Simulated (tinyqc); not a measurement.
Low-temperature mobility of a two-dimensional electron gas with static screening: one step, computed by the program tinyqc. Command: `OMP_NUM_THREADS=1 python tinyqc.py 3010230 3010231 out.jsonl twodeg walk`. One thread of a shared host (Intel(R) Xeon(R) Processor @ 2.30GHz), about 0.01 s of CPU time with the checks.

One subband is filled, the gas is degenerate and scatters at the Fermi circle; one permittivity serves on both sides of the interface. All formulas are in SI units, masses times m_0. Piezoelectric and polar phonons are left out, and n_s is taken as set by a gate, independent of N_i.

Problem. Fermi circle, screening and layer thickness. k_F = sqrt(2 pi n_s/g_v); E_F = hbar^2 k_F^2/(2 m); q_TF = g_v m e^2/(2 pi eps eps_0 hbar^2); Fang-Howard parameter b = [12 m_z e^2 (N_d + 11 n_s/32)/(eps eps_0 hbar^2)]^(1/3), mean depth 3/b; effective field F = e (N_d + n_s/2)/(eps eps_0).

Inputs (values chosen for the exercise, modelled on an InAs channel): in-plane mass m = 0.0306 m_0; mass across the layer m_z = 0.031 m_0; permittivity eps = 14.8; valley degeneracy g_v = 1; sheet density n_s = 8.2e+12 1/cm^2; depletion charge N_d = 3.9e+10 1/cm^2.

Wave function: Fang-Howard. Roughness spectrum: exponential.

Constants: m_0 = 9.1093837015e-31 kg; e = 1.602176634e-19 C; eps_0 = 8.8541878128e-12 F/m; hbar = 1.054571817e-34 J s.

Give: k_F; E_F; q_TF; b; mean depth; effective field F.

Solution.

k_F = 0.71779 1/nm

E_F = 641.50 meV

q_TF = 0.078143 1/nm

b = 0.55459 1/nm

mean depth = 5.4094 nm

effective field F = 0.50605 MV/cm

q_TF/(2 k_F) = 0.05: screening is weak for back-scattering. Caution: E_F exceeds 100 meV in a band of small mass, where non-parabolicity and upper valleys, left out here, matter. Caution: E_F exceeds 1.1 (hbar^2 e^2 F^2/2 m_z)^(1/3), of the order of the first subband spacing (1.75 times that in a triangular well, less with self-consistent band bending), so a second subband may fill.
